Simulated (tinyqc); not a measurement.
The 3-omega method: a line heater on a substrate with a thin film: one step, computed by the program tinyqc. Command: `OMP_NUM_THREADS=1 python tinyqc.py 3007259 3007260 out.jsonl threeomega walk`. One thread of a shared host (Intel(R) Xeon(R) Processor @ 2.30GHz), about 0.01 s of CPU time with the checks.

A current at angular frequency omega = 2 pi f heats the line at 2 omega with the amplitude P per length; the temperature swing Delta T at 2 omega gives a voltage at 3 omega. The substrate is taken as semi-infinite and isotropic, and the heat capacity of heater and film is left out.

Problem. Penetration depth. D = kappa/C; q = sqrt(2 i omega/D); penetration depth 1/|q| = sqrt(D/(2 omega)).

Inputs (values chosen for the exercise, modelled on hafnia on silicon carbide):
```
quantity                      value           unit
substrate conductivity kappa    395        W/(m K)
substrate heat capacity C      2.12  1e6 J/(m^3 K)
heater half-width b             7.4     micrometre
current frequency f            1700             Hz
substrate thickness d_s         300     micrometre
```

Give: diffusivity D; penetration depth; |q| b; penetration depth / d_s.

Solution.

diffusivity D = 186.3 mm^2/s

penetration depth = 93.39 micrometre

|q| b = 0.07924

penetration depth / d_s = 0.3113

Caution: the penetration depth exceeds a fifth of the substrate thickness, so the back face is felt and the semi-infinite formula fails.
